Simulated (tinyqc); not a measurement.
Worked calculation: plane-wave Kohn-Sham cycle with exchange-only LDA in a layered model solid. One step of it, computed by the program tinyqc.

Problem. Iteration 1: Hamiltonian at one k. H(m,m') = (k + G_m)^2/2 delta + V(G_m - G_m'), with V(-G) = V(G).

A solid whose potential varies along x alone (atomic units):
```
parameter                      value
period a                   12.000000
cross-section of the cell  20.000000
electrons per cell                 4
grid points                       16
plane waves -n..n, n               3
k points                           4
V1 in V1 cos(2 pi x/a)     -0.320000
V2 in V2 cos(4 pi x/a)     -0.190000
```

V(G_m), m = 0, 1, 2, ... (hartree): -0.251540  -0.160000  -0.095000  0.000000  0.000000  0.000000  0.000000

k = 0.125000 2 pi / a

Give: H.

Solution.

H (hartree), lower triangle:
```
         -3       -2       -1       +0       +1       +2      +3
-3   0.8815
-2  -0.1600   0.2304
-1  -0.0950  -0.1600  -0.1466
+0   0.0000  -0.0950  -0.1600  -0.2494
+1   0.0000   0.0000  -0.0950  -0.1600  -0.0781
+2   0.0000   0.0000   0.0000  -0.0950  -0.1600   0.3675
+3   0.0000   0.0000   0.0000   0.0000  -0.0950  -0.1600  1.0871
```
